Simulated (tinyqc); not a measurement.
Inside a calculation. Model: MOS inversion layer, Poisson-Schroedinger loop.

Computed by the program tinyqc: `OMP_NUM_THREADS=1 python tinyqc.py 2160062 2160063 out.jsonl`, one thread of a shared Intel Xeon 2.30GHz, about 0.5 s for the whole run. Printed values are rounded.

Electrons confined at an insulator interface at z = 0, treated as a hard wall; parabolic valleys, Hartree approximation, no image or exchange terms. The depletion charge lies far deeper than the electrons and gives a uniform field q Nd/(eps0 eps_r); the gate balances all charge. Energies are counted from the band edge at the interface.

Parameters, values chosen for the exercise; masses and permittivity close to those of silicon (111):

| symbol | value | unit | meaning |
|---|---|---|---|
| T | 400 | K | temperature |
| eps_r | 11.7 |  | relative permittivity |
| mz1 | 0.259 | m0 | mass along z of valley set A (6 valley(s)) |
| md1 | 0.357 | m0 | in-plane density-of-states mass of set A |
| Ns | 2.1e12 | cm^-2 | sheet density of electrons |
| Nd | 3.8e11 | cm^-2 | sheet density of depletion charge |
| hz | 1.1 | nm | mesh step |
| a | 0.5 |  | mixing factor |

Constants: q = 1.602176634e-19 C, kB = 1.380649e-23 J/K, hbar = 1.054571817e-34 J s, m0 = 9.1093837015e-31 kg, Vt = kB T/q, eps0 = 8.8541878128e-14 F/cm where lengths are in cm, hbar^2/(2 m0) = 0.0380998212 eV nm^2. Results are converted to the units shown.

## Fixed part of the potential

z, node 1 to 19 (nm): 1.1  2.2  3.3  4.4  5.5  6.6  7.7  8.8  9.9  11  12.1  13.2  14.3  15.4  16.5  17.6  18.7  19.8  20.9

V0 = q Nd z/(eps0 eps_r) in eV.

fixed potential V0, node 1 to 19 (eV): 0.006465  0.012930  0.019394  0.025859  0.032324  0.038789  0.045253  0.051718  0.058183  0.064648  0.071112  0.077577  0.084042  0.090507  0.096971  0.103436  0.109901  0.116366  0.122830

## Round 1: levels and probability densities

self-consistent potential U at the start, node 1 to 19 (eV): 0  0  0  0  0  0  0  0  0  0  0  0  0  0  0  0  0  0  0

Tridiagonal Hamiltonian with psi = 0 one step beyond both ends: H_ii = C (1/m_(i-1/2) + 1/m_(i+1/2))/hz^2 + V0_i + U_i, H_(i,i+1) = -C/(m_(i+1/2) hz^2), C = hbar^2/(2 m0). The lowest 2 level(s) are kept, normalised to hz sum |psi|^2 = 1. The mass is the same on all intervals.

levels (eV): A1 0.0399736, A2 0.0695870

```
node  |psi|^2 of A1 (1/nm)  |psi|^2 of A2 (1/nm)
1                 0.045663              0.043644
2                 0.135777              0.095699
3                 0.194747              0.070556
4                 0.193092              0.012596
5                 0.149402              0.006647
6                 0.095671              0.062651
7                 0.052475              0.126497
8                 0.025214              0.151973
9                 0.010784              0.134477
10                0.004154              0.095596
11                0.001455              0.057168
12                0.000467              0.029588
13                0.000138              0.013509
14                0.000038              0.005515
15                0.000010              0.002032
16                0.000002              0.000679
17                0.000001              0.000204
18                0.000000              0.000052
19                0.000000              0.000009
```

## Round 1: Fermi level and occupations

Level k holds N_k = D_k Vt ln(1 + exp((EF - E_k)/Vt)) with D = 6 md1 m0 q/(pi hbar^2) per eV (spin included); EF is fixed by sum N_k = Ns.

EF = -0.0641332 eV
N_k (cm^-2): A1 1.46919e12, A2 6.30813e11

## Round 1: density, output potential and mixing

n_i = sum_k N_k |psi_k|^2 (converted to cm^-3). Hartree part by Gauss: on the interval before node i the electrons still beyond are S_i = Ns - hz sum_(j<i) n_j, and U_i = U_(i-1) + q S_i hz/(eps0 eps_r) in eV, U_0 = 0 at the interface. Mixing: U(new) = U + a (U(out) - U).

```
node  n (1e18 cm^-3)  U(out) (eV)  U after round 1 (eV)
1            0.94619     0.035726             0.0178631
2            2.59850     0.069682             0.0348409
3            3.30628     0.098775             0.0493874
4            2.91634     0.121680             0.0608401
5            2.23693     0.139128             0.0695641
6            1.80080     0.152390             0.0761950
7            1.56892     0.162282             0.0811410
8            1.32911     0.169238             0.0846189
9            1.00673     0.173706             0.0868531
10           0.66407     0.176291             0.0881454
11           0.38200     0.177633             0.0888164
12           0.19350     0.178260             0.0891298
13           0.08724     0.178525             0.0892623
14           0.03535     0.178626             0.0893131
15           0.01296     0.178662             0.0893308
16           0.00431     0.178673             0.0893364
17           0.00129     0.178676             0.0893380
18           0.00033     0.178677             0.0893384
19           0.00006     0.178677             0.0893384
```

## Course of the self-consistent loop

Start from U = 0. Stop when the largest |U(out) - U| is below 1e-7 eV, or after 120 rounds.

Course of the iteration:
```
round  level A1 (eV)      EF (eV)  largest |U(out) - U| (eV)
1          0.0399736   -0.0641332                      0.179
2          0.0907818  -0.00828412                     0.0413
3           0.107841   0.00898549                     0.0178
4           0.115496    0.0166072                    8.19e-3
5           0.119083    0.0201522                    3.87e-3
6           0.120796    0.0218424                    1.85e-3
7           0.121623    0.0226579                    8.88e-4
8           0.122024    0.0230540                    4.29e-4
9           0.122220    0.0232471                    2.08e-4
...              ...          ...                        ...
12          0.122385    0.0234108                    2.47e-5
13          0.122396    0.0234220                    1.22e-5
14          0.122402    0.0234275                    6.02e-6
15          0.122405    0.0234303                    2.98e-6
16          0.122406    0.0234316                    1.47e-6
17          0.122407    0.0234323                    7.30e-7
18          0.122407    0.0234326                    3.62e-7
19          0.122407    0.0234328                    1.79e-7
20          0.122407    0.0234329                    8.89e-8
```

Converged in 20 rounds. Towards the end the residual shrinks by a factor of about 0.50 a round.

## Converged levels, occupations and centroid

converged U, node 1 to 19 (eV): 0.035726  0.065605  0.085549  0.097973  0.105997  0.111253  0.114513  0.116353  0.117286  0.117713  0.117890  0.117956  0.117979  0.117986  0.117989  0.117989  0.117989  0.117989  0.117989

Solve for the levels with V0 + U, find EF, n_i = sum_k N_k |psi_k|^2 (in cm^-3); share of each level N_k/Ns; centroid sum n z/sum n.

levels (eV): A1 0.122407, A2 0.172870
EF = 0.0234329 eV
shares (%): A1 80.8893, A2 19.1107
n, node 1 to 19 (in units of 1e18 cm^-3): 3.12456  5.30892  4.01889  2.35057  1.47949  1.06640  0.75898  0.48413  0.27091  0.13370  0.05881  0.02329  0.00837  0.00275  0.00083  0.00023  0.00006  0.00001  0.00000
centroid = 3.63285 nm

An 800-node mesh to 35 nm with 8 levels a set gives A1 = 0.1249 eV, EF = 0.02316 eV and a centroid of 4.380 nm; the levels kept above hold 89.5 % of the electrons there. The coarse centroid is 17 % below the fine one.

## Closed-form estimates

Triangular well: E_k = a_k (C F^2/mz)^(1/3), a_1 = 2.338107, a_2 = 4.087949, C = hbar^2/(2 m0), F in eV/nm. Fang-Howard (all electrons in the lowest level of set A): b^3 = 6 (mz1/C) q (Nd + 11 Ns/32)/(eps0 eps_r), centroid 3/b, level C b^2/(4 mz1) + (3/b) q (Nd + 11 Ns/16)/(eps0 eps_r). Use F = q (Nd + Ns)/(eps0 eps_r), the surface field, and F = q (Nd + Ns/2)/(eps0 eps_r).

A1 with the surface field = 0.140375 eV
A1 with Nd + Ns/2 = 0.0972479 eV
A2 with Nd + Ns/2 = 0.170028 eV
b = 0.885820 1/nm
Fang-Howard centroid = 3.38669 nm
Fang-Howard level = 0.124382 eV

Against the self-consistent A1 = 0.1249 eV on a fine mesh, the surface-field estimate is 12 % above it, the half-charge one 22 % below it and Fang-Howard 0.42 % below it. A1 holds 74.8 % of the electrons, and the Fang-Howard centroid is 23 % below the full one.
